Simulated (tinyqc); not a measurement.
CIS on RHF in the sto-3g basis, for H3-, spin multiplicity 1, step by step. The basis has no diffuse functions, so it cannot describe the extra electron: this is an exercise in the method, not the real anion. One step of it, computed by the program tinyqc.

Question. CIS matrix, triplets. A(ia,jb) = (e_a - e_i) d_ij d_ab - (ij|ab).

orbital energies (hartree): MO1 -0.197539, MO2 0.223369, MO3 1.366638

Two-electron integrals over orbitals (pq|rs), unique and non-zero (hartree):
```
(11|11) 0.579321    (21|21) 0.163208    (22|11) 0.519570    (22|22) 0.558756
(31|11) 0.083949    (31|22) -0.027510   (31|31) 0.130782    (32|21) -0.136431
(32|32) 0.138425    (33|11) 0.608175    (33|22) 0.544988    (33|31) 0.101766
(33|33) 0.679121
```

Give: CIS matrix A, triplet.

Answer.

CIS matrix A, triplet (hartree):
```
        1>3     2>3
1>3  0.9560  0.0000
2>3  0.0000  0.5983
```
